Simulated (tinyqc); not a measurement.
# Worked calculation: band bending at a free surface with a continuum of surface states, surface photovoltage and Kelvin probe

Program tinyqc, `OMP_NUM_THREADS=1 python tinyqc.py 2430058 2430059 out.jsonl`; Intel Xeon 2.30GHz, shared host, one thread, about 0.01 s. Printed values are rounded.

n-type bulk, xi = Ec - EF = Vt ln(Nc/Nd), p0 = ni^2/Nd, ni = sqrt(Nc Nv) exp(-Eg/(2 Vt)), Eg in volts. b is the upward band bending, u = b/Vt. Space charge per area, in units of q: Qc = sign(b) sqrt((2 eps0 eps_r Vt/q) [(Nd + dn)(exp(-u) - 1) + Nd u + (p0 + dn)(exp(u) - 1)]), with dn the excess density under light (flat quasi-Fermi levels; 0 in the dark). The states hold -Ds (E0 - xi - b): negative while the Fermi level lies above the neutrality level. Neutrality: Qc + Qf + (charge of the states) = 0.

Values chosen for this exercise; band and dielectric values close to those of 4H silicon carbide: temperature T = 350 K; band gap Eg = 3.27 eV; relative permittivity eps_r = 9.77; conduction-band density of states at T Nc = 2.18e19 cm^-3; valence-band density of states at T Nv = 3.13e19 cm^-3; electron affinity chi = 3.67 eV; donor density Nd = 5.7e15 cm^-3; fixed positive charge at the surface Qf = 1.3e10 cm^-2; work function of the probe tip pt = 4.98 eV; density of surface states Ds = 6.8e11 cm^-2 eV^-1; depth of their neutrality level below the conduction edge E0 = 0.72 eV; excess carrier density under light dn = 7.4e10 cm^-3.

Constants: q = 1.602176634e-19 C, kB = 1.380649e-23 J/K, Vt = kB T/q, eps0 = 8.8541878128e-14 F/cm where lengths are in cm. Results are converted to the units shown.

## Bulk quantities

xi, ni, p0, the Debye length sqrt(eps0 eps_r Vt/(q Nd)) and the flat-band work function chi + xi.

xi = 0.248801 eV
ni = 7.48233e-5 cm^-3
p0 = 9.82196e-25 cm^-3
Debye length = 53.4502 nm
chi + xi = 3.91880 eV

## Iteration 1: band bending in the dark

b at the start = 0.38 V

Fixed-point step: b(new) = E0 - xi - (Qc(b) + Qf)/Ds.

b after iteration 1 = 0.236285 V

## Iteration 2: band bending in the dark

As before.

b after iteration 2 = 0.286433 V

## Course of the iteration

Stop when b changes by less than 1e-10 V, or after 40 iterations.

Course of the iteration:
```
iteration     b (V)  change (V)
1          0.236285       0.144
2          0.286433      0.0501
3          0.267383      0.0190
4          0.274379     7.00e-3
5          0.271778     2.60e-3
6          0.272741     9.63e-4
7          0.272384     3.57e-4
8          0.272516     1.32e-4
9          0.272467     4.90e-5
...             ...         ...
15         0.272480     1.27e-7
16         0.272480     4.70e-8
17         0.272480     1.74e-8
18         0.272480     6.45e-9
19         0.272480     2.39e-9
20         0.272480    8.86e-10
21         0.272480    3.28e-10
22         0.272480    1.22e-10
23         0.272480    4.51e-11
```

Converged in 23 iterations. The step multiplies the error by -(dQc/db)/Ds = -0.37.

## Work function and Kelvin-probe reading

converged b = 0.272480 V

Work function chi + xi + b; contact potential difference CPD = (work function of the sample) - pt. Depth of EF below Ec at the surface: xi + b. Depletion width Qc/Nd.

xi + b = 0.521282 eV
Qc = 1.22128e11 cm^-2
Qc/Nd = 214.260 nm
work function = 4.19128 eV
CPD = -788.718 mV

The Fermi level lies 199 meV above the neutrality level.

## Surface photovoltage

Under chopped light the surface charge keeps its dark value, so b falls to bL with Qc(bL, dn) = Qc(b, 0); the photovoltage is b - bL. Qc rises with b, so bL follows by bisection.

bL = 0.269506 V
photovoltage = 2.97474 mV
share of b removed = 1.09173 %
excess holes at the surface, dn exp(bL/Vt) = 5.62268e14 cm^-3
